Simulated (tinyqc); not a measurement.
Band-to-band tunnelling and avalanche in a reverse-biased abrupt junction. Changing the reverse bias V_R. Computed by tinyqc, a small Python program. Command: `OMP_NUM_THREADS=1 python tinyqc.py 3023719 3023720 out.jsonl zener sweep`. One thread of a shared host (Intel(R) Xeon(R) Processor @ 2.30GHz), about 0.02 s of CPU time with the checks.

Direct Kane tunnelling in the local field (for indirect gaps the mass is an effective fit) and one ionisation coefficient for both carriers. N is the doping of the light side, or N_A N_D/(N_A + N_D) for the symmetric junction; the built-in voltage is taken as E_g/e.

Inputs (values chosen for the exercise, modelled on silicon):

| quantity | value | unit |
|---|---|---|
| band gap at 300 K, E_g | 1.1 | eV |
| gap narrowing with temperature, -dE_g/dT | 0.26 | meV/K |
| reduced tunnelling mass m_r | 0.2 | m_0 |
| permittivity eps | 11.7 | - |
| ionisation prefactor a | 1e+06 | 1/cm |
| ionisation field at 300 K, b | 1.6e+06 | V/cm |
| relative rise of b with temperature | 6.6 | 1e-4/K |
| effective doping N | 3.2e+18 | 1/cm^3 |
| temperature T | 300 | K |

Junction: symmetric.

Constants: eps_0 = 8.8541878128e-12 F/m; e = 1.602176634e-19 C; m_0 = 9.1093837015e-31 kg; hbar = 1.054571817e-34 J s.

Method:
- E_g(T) = E_g - (T - 300 K)(-dE_g/dT); b(T) = b [1 + (rise)(T - 300 K)]; w = sqrt(2 eps eps_0 (V_R + E_g/e)/(e N)); F_m = 2 (V_R + E_g/e)/w; the field falls linearly from F_m to 0 on both sides.
- Kane: G(F) = A F^2 exp(-B/F), A = e^2 sqrt(m_r)/(18 pi hbar^2 sqrt(E_g)), B = pi sqrt(m_r) E_g^(3/2)/(2 e hbar), SI units; J = e int G dx x V_R/(V_R + E_g/e), the last factor making J vanish at zero bias; int G dx = (w/F_m) int_0^F_m G dF by 64 Gauss-Legendre points.
- Avalanche: I = (w/F_m) int_0^F_m a exp(-b/F) dF by 64 Gauss-Legendre points, M = 1/(1 - I), breakdown at I = 1.

One run for each value:

| reverse bias V_R (V) | tunnel current density (A/cm^2) | peak field F_m (MV/cm) | B/F_m | ionisation integral I |
|---|---|---|---|---|
| 0.094 | 8.217e-07 | 1.087 | 27.01 | 0.1669 |
| 0.130 | 1.740e-06 | 1.103 | 26.61 | 0.1745 |
| 0.190 | 4.974e-06 | 1.130 | 25.98 | 0.1874 |
| 0.270 | 1.615e-05 | 1.164 | 25.21 | 0.2046 |
| 0.380 | 6.349e-05 | 1.210 | 24.26 | 0.2287 |
| 0.530 | 3.039e-04 | 1.270 | 23.11 | 0.2620 |
| 0.750 | 1.997e-03 | 1.353 | 21.70 | 0.3115 |
| 1.100 | 2.080e-02 | 1.476 | 19.90 | 0.3913 |
| 1.500 | 1.629e-01 | 1.604 | 18.30 | 0.4832 |

Describe and explain the trends.

Over the rows, tunnel current density (A/cm^2) rises from 8.22e-7 to 0.163 (exponent d ln y / d ln x 2.3 between the first rows and 6.6 between the last); peak field F_m (MV/cm) rises from 1.09 to 1.60 (exponent d ln y / d ln x 0.046 between the first rows and 0.27 between the last); B/F_m falls from 27.0 to 18.3 (exponent d ln y / d ln x -0.046 between the first rows and -0.27 between the last). Between the last rows ln(J) against 1/F_m has the slope -37.9 MV/cm, to be set beside -B = -29.4; the prefactors make up the rest.

Caution (rows 0.0940, 0.130, 0.190, 0.270, 0.380, 0.530, 0.750): V_R is below E_g/e, so the field drops by more than a quarter along the tunnelling path and the local Kane formula overestimates the current.

Extremes, crossings and ranges named in words are read from the listed rows.
